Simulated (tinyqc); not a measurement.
Two-band k.p model of the Delta valleys near the X point under shear strain: sweeps and comparisons. A value that a table varies takes the place of the one given here.

Valley pair on the [001] axis, kz counted from the X point, c = hbar^2/2m0, k0 = kx0 2 pi/a. H = (c kz^2/ml + c (kx^2 + ky^2)/mt + c k0^2/ml) 1 + (2 c k0 kz/ml) sigma_z + (D exy - 2 c kx ky/Mp) sigma_x, so E = c kz^2/ml + c (kx^2 + ky^2)/mt + c k0^2/ml -/+ sqrt((2 c k0 kz/ml)^2 + (D exy - 2 c kx ky/Mp)^2). Without strain the lower band has its minima, E = 0, at kz = +/- k0. Shifts from diagonal strain are left out.

For |eta| < 1: k_min = k0 sqrt(1 - eta^2), E_min = -Delta eta^2/2, ml(eta) = ml/(1 - eta^2), 1/m[110] = 1/mt + eta/Mp, 1/m[1-10] = 1/mt - eta/Mp. For |eta| > 1 the minimum sits at X: E_min = -Delta (2 |eta| - 1)/2, ml(eta) = ml/(1 - 1/|eta|), and eta is replaced by its sign in the transverse masses. Here Delta = 2 c k0^2/ml and eta = D exy/Delta.

s11 = (C11 + C12)/((C11 - C12)(C11 + 2 C12)), s12 = -C12/((C11 - C12)(C11 + 2 C12)), s44 = 1/C44; exx = s11 sxx + s12 (syy + szz) and cyclic, exy = s44 sxy/2; tension is positive. A uniaxial stress X along the unit vector n is s_ij = X n_i n_j.

Constants: hbar^2/2m0 = 3.80998211 eV angstrom^2; kB = 8.617333262e-05 eV/K.

Values chosen for the exercise (near those of Si; the results hold for these values, not for the real material):
- a = 5.434 angstrom (lattice constant)
- ml = 0.914 m0 (longitudinal mass)
- mt = 0.191 m0 (transverse mass)
- kx0 = 0.157 2 pi/a (distance of the minimum from X)
- D = 13.1 eV (shear deformation potential)
- Mp = 0.233 m0 (coupling mass)
- C11 = 168.7 GPa
- C12 = 63.2 GPa
- C44 = 79 GPa
- Xu = 9.2 eV (uniaxial potential)
- T = 300 K (temperature)
- exy = 0.001 (shear strain)

## Sweep of the shear strain

Delta = 2 c k0^2/ml, eta = D exy/Delta.

The minimum:

| exy | eta | k_min/k0 | E_min (meV) | ml(eta) | m[110] | m[1-10] | density-of-states mass |
|---|---|---|---|---|---|---|---|
| 0.0000 | 0.000 | 1.000 | 0.0 | 0.914 | 0.1910 | 0.1910 | 0.322 |
| 0.0021 | 0.100 | 0.995 | -1.4 | 0.923 | 0.1765 | 0.2081 | 0.324 |
| 0.0052 | 0.248 | 0.969 | -8.4 | 0.974 | 0.1587 | 0.2397 | 0.333 |
| 0.0105 | 0.501 | 0.866 | -34.4 | 1.220 | 0.1354 | 0.3240 | 0.377 |
| 0.0157 | 0.749 | 0.663 | -77.0 | 2.079 | 0.1184 | 0.4944 | 0.496 |
| 0.0189 | 0.901 | 0.433 | -111.6 | 4.864 | 0.1099 | 0.7310 | 0.731 |
| 0.0252 | 1.202 | 0.000 | -192.7 | 5.449 | 0.1050 | 1.0596 | 0.846 |
| 0.0336 | 1.602 | 0.000 | -302.8 | 2.432 | 0.1050 | 1.0596 | 0.647 |

What does this show?

The valleys reach X at eta = 1, that is exy = 0.0210. The shift is quadratic up to eta = 1 (-8.4 meV at eta = 0.25, -34.4 meV at 0.50) and linear beyond, while 1/m[110] rises linearly, taking m[110] from 0.191 to its floor 0.1050, a gain of 82 % in 1/m. ml(eta) diverges at eta = 1; the largest value listed is 5.45. A deformation-potential model with fixed masses misses all of this.

## Tension along [110]: repopulation and mass change

The z valleys move against the x and y valleys by Xu (ezz - exx) and, through the shear, by E_min. Share of the z valleys n = w/(w + 2 exp(dE/kT)), dE the total relative shift, w = sqrt(ml(eta) m[110] m[1-10]/(ml mt^2)). Along [110]: 1/m_c = n/m[110] + (1 - n)(1/ml + 1/mt)/2. Fixed masses means E_min = 0, w = 1, m[110] = mt. Gains are against 3/(1/ml + 2/mt) at a fixed scattering time.

Results:

| X (GPa) | Xu (ezz - exx) (meV) | E_min (meV) | m[110] | m_c fixed masses | m_c with shear | gain fixed (%) | gain with shear (%) |
|---|---|---|---|---|---|---|---|
| 0.00 | 0.0 | 0.0 | 0.1910 | 0.2594 | 0.2594 | 0.0 | 0.0 |
| 0.25 | -10.9 | -0.2 | 0.1853 | 0.2463 | 0.2418 | 5.3 | 7.3 |
| 0.50 | -21.8 | -0.8 | 0.1799 | 0.2338 | 0.2236 | 11.0 | 16.0 |
| 1.00 | -43.6 | -3.1 | 0.1700 | 0.2139 | 0.1915 | 21.3 | 35.4 |
| 1.50 | -65.4 | -7.0 | 0.1611 | 0.2020 | 0.1698 | 28.4 | 52.8 |
| 2.00 | -87.2 | -12.5 | 0.1531 | 0.1960 | 0.1561 | 32.4 | 66.1 |
| 3.00 | -130.8 | -28.1 | 0.1393 | 0.1920 | 0.1396 | 35.1 | 85.8 |

What can be read from the table?

At 1 GPa repopulation alone gives 21.3 % and the shear terms raise it to 35.4 %. From 2 to 3 GPa the fixed-mass gain grows by 2.8 points, towards its ceiling of 35.8 % when all electrons sit in the z valleys, whereas the gain with shear grows by 19.7 points because m[110] keeps falling.

## What each parameter does

Delta = 2 c k0^2/ml, eta = D exy/Delta. Each row changes one parameter from the base and keeps the others.

Results:

| case | eta | E_min (meV) | ml(eta) (m0) | m[110] (m0) | m[1-10] (m0) |
|---|---|---|---|---|---|
| base | 0.0477 | -0.31 | 0.9161 | 0.1838 | 0.1988 |
| ml = 0.85002 m0 | 0.0443 | -0.29 | 0.8517 | 0.1843 | 0.1982 |
| mt = 0.20437 m0 | 0.0477 | -0.31 | 0.9161 | 0.1962 | 0.2133 |
| kx0 = 0.16799 2 pi/a | 0.0416 | -0.27 | 0.9156 | 0.1847 | 0.1978 |
| D = 12.183 eV | 0.0443 | -0.27 | 0.9158 | 0.1843 | 0.1982 |
| Mp = 0.24931 m0 | 0.0477 | -0.31 | 0.9161 | 0.1843 | 0.1982 |
| exy = 0.00093 | 0.0443 | -0.27 | 0.9158 | 0.1843 | 0.1982 |

What does this show?

The largest shifts from the base row, up to three for each result and ties (the steps differ in size, so this ranks the rows, not the parameters). eta: kx0 -0.0060, D -0.0033, ml -0.0033, exy -0.0033; unchanged at the printed digits by mt and Mp. E_min (meV): D +0.04, exy +0.04, kx0 +0.04; unchanged at the printed digits by mt and Mp. ml(eta) (m0): ml -0.0644, kx0 -0.0005, D -0.0003, exy -0.0003; unchanged at the printed digits by mt and Mp. m[110] (m0): mt +0.0124, kx0 +0.0009, ml +0.0005, D +0.0005, exy +0.0005, Mp +0.0005. m[1-10] (m0): mt +0.0145, kx0 -0.0010, ml -0.0006, D -0.0006, exy -0.0006.

Run: tinyqc, `OMP_NUM_THREADS=1 python tinyqc.py 1051119 1051120 out.jsonl`; Intel(R) Xeon(R) Processor @ 2.30GHz, one thread, shared host; about 0.01 s of CPU time with all checks.
